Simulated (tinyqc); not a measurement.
From one set of inputs to another, one input at a time: anisotropic wet etching of Si(100): plane rates, V-grooves, membranes and undercut. Computed by tinyqc, a small Python program. Command: `OMP_NUM_THREADS=1 python tinyqc.py 3024711 3024712 out.jsonl wetetch ladder`. One thread of a shared host (Intel(R) Xeon(R) Processor @ 2.30GHz), about 0.01 s of CPU time with the checks.

A long slot opens the mask on a (100) wafer. The floor etches at R100; (111) walls stand at theta = arctan(sqrt2) = 54.7356 degrees to the surface and recede at R111 along their normal.

The inputs printed are set A. Set A is close to those used for potassium hydroxide solutions; the values taken over come from a set close to those used for tetramethylammonium hydroxide solutions. Inputs not listed in the table keep their values of set A, so the rows need not describe a real material.

Inputs (values chosen for the exercise, close to those used for potassium hydroxide solutions):
```
quantity                                                                    value     unit
prefactor k0 of the (100) rate                                            3.8e+08   um/min
activation energy of (100), E                                               0.594       eV
ratio (100)/(111) at 80 C                                                     280        -
extra energy of (111), dE                                                    0.14       eV
ratio (100)/oxide at 80 C                                                     210        -
extra energy of the oxide, dE_ox                                             0.24       eV
corner undercut rate over (100) rate, c                                       3.4        -
bath temperature T                                                             45        C
width w (mask opening along <110>, or membrane width in the design step)       14       um
misalignment of the mask                                                        2  degrees
etch time t                                                                   4.3      min
wafer thickness d                                                             300       um
membrane thickness wanted                                                     3.6       um
```

Constants: k_B = 8.617333262e-05 eV/K.

Method:
- R100 = k0 exp(-E/(k_B T)); a ratio given at 80 C scales as exp[(extra energy/k_B)(1/T - 1/353.15 K)]; R111 and R_ox follow by division.
- Temperatures in kelvin are T(C) + 273.15.
- A misaligned edge exposes ledges and adds R100 sin(misalignment) to the lateral rate (a simple estimate): u = R111/sin(theta) + R100 sin(misalignment). Top width W = w + 2 u t; floor width b = W - 2 z/tan(theta) = W - sqrt2 z. The floor lasts until b = 0, at t_V = w/(sqrt2 R100 - 2u); depth z = R100 t before t_V and W/sqrt2 after.
- Etch depth d - membrane, time = depth/R100; for a membrane as wide as w the opening must be w + sqrt2 depth - 2 u time; oxide mask consumed R_ox x time; a 1 K error changes the depth by the fraction E/(k_B T^2); a convex mask corner, such as that of a mesa, would retreat by c x depth.

Each row keeps all changes above it:
```
input moved                                                                    from    to  depth z (um)  top width W (um)  oxide consumed (nm)
set A                                                                             -     -        0.6365             14.05               592.75
misalignment of the mask (degrees)                                                2     0        0.6365             14.00               592.75
width w (mask opening along <110>, or membrane width in the design step) (um)    14   210        0.6365            210.00               592.75
etch time t (min)                                                               4.3   6.2        0.9177            210.00               592.75
ratio (100)/(111) at 80 C                                                       280    28        0.9177            210.05               592.75
ratio (100)/oxide at 80 C                                                       210  4100        0.9177            210.05                30.36
bath temperature T (C)                                                           45    70        4.4485            210.34                57.45
```

Which inputs carry the difference?

Depth z goes from 0.636 to 4.45, a factor 6.99 in all. The largest single move comes from bath temperature T (a factor 4.85). top width W goes from 14.0 to 210, a factor 15.0 in all. The largest single move comes from width w (mask opening along <110>, or membrane width in the design step) (a factor 15.0). Oxide consumed goes from 593 to 57.4, a factor 0.0969 in all. The largest single move comes from ratio (100)/oxide at 80 C (a factor 0.0512), and bath temperature T works against it (a factor 1.89). The single moves hold for this order of the switches; the total does not depend on the order.

Caution (rows set A, misalignment of the mask): the remaining silicon is too narrow for its thickness to act as a membrane. Caution (all rows): rates also depend on concentration, doping, additives and stirring, all held fixed here.

Extremes, crossings and ranges named in words are read from the listed rows.
